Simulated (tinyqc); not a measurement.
Precursor delivery and alloy composition in metal-organic vapour-phase epitaxy: one step, computed by the program tinyqc. Command: `OMP_NUM_THREADS=1 python tinyqc.py 3021282 3021283 out.jsonl movpe walk`. One thread of a shared host (Intel(R) Xeon(R) Processor @ 2.30GHz), about 0.01 s of CPU time with the checks.

Carrier gas leaves each bubbler saturated. Group-III species cross a boundary layer and react at the surface; element 2 can also desorb. The film is (1)_(1-x) (2)_x V with a zinc-blende cell.

Problem. Molar flows. Temperatures in kelvin are T(C) + 273.15. Vapour pressure p_v = 10^(a - b/T); precursor flow = carrier flow x p_v/(p_b - p_v); 1 sccm = 44.615 micromol/min; V/III = hydride flow over the sum of both; gas share x_g = F2/(F1 + F2).

Inputs (values chosen for the exercise, close to those used for InGaP from TEGa and TMIn):
```
quantity                                value  unit
source 1: a in log10(p/torr) = a - b/T   8.08     -
source 1: b                              2162     K
source 1: bath temperature                 23     C
source 1: carrier flow                     31  sccm
source 2: a                             10.52     -
source 2: b                              3014     K
source 2: bath temperature                 22     C
source 2: carrier flow                     41  sccm
bubbler pressure p_b                      600  torr
group-V hydride flow                       62  sccm
```

Give: vapour pressures; molar flows; V/III ratio; gas share x_g.

Solution.

vapour pressures (torr): source 1 6.021, source 2 2.033

molar flows (micromol/min): F1 14.02, F2 6.221

V/III ratio = 136.7

gas share x_g = 0.3073

The slope of F2 with the temperature of bath 2 is b ln(10)/T^2 x p_b/(p_b - p_v) = 8.0 % per kelvin.
